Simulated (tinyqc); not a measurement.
Heisenberg magnet: exchange from energy differences, ordering vector, linear spin waves and ordering temperature: one step, computed by the program tinyqc.

H = -sum over pairs <ij> J_ij S_i.S_j - K sum_i (S_i^z)^2, each pair once, J > 0 ferromagnetic. First neighbours: 12 at a (0.5, 0.5, 0), second: 6 at a (1, 0, 0), with all permutations and signs.

Question. Energies of ordered states. J(q) = J1 g1(q) + J2 g2(q), g_s(q) = sum over shell s of cos(q.R). A classical spiral or collinear state of wave vector Q has the exchange energy -(S^2/2) J(Q) per site.

Inputs (values chosen for the exercise, for a model magnet): exchange J1 = 0.251 meV; exchange J2 = 0.053 meV; spin S = 2.5.

Lattice: fcc.

Give: States, Q in 2 pi/a.

Answer.

States, Q in 2 pi/a:
```
Q                  g1  g2  energy (meV/site)
G (0, 0, 0)        12   6          -10.40625
X (1, 0, 0)        -4   6            2.14375
L (0.5, 0.5, 0.5)   0  -6            0.99375
W (1, 0.5, 0)      -4   2            2.80625
```

The lowest of these is G (0, 0, 0), 11.400 meV per site below L (0.5, 0.5, 0.5).
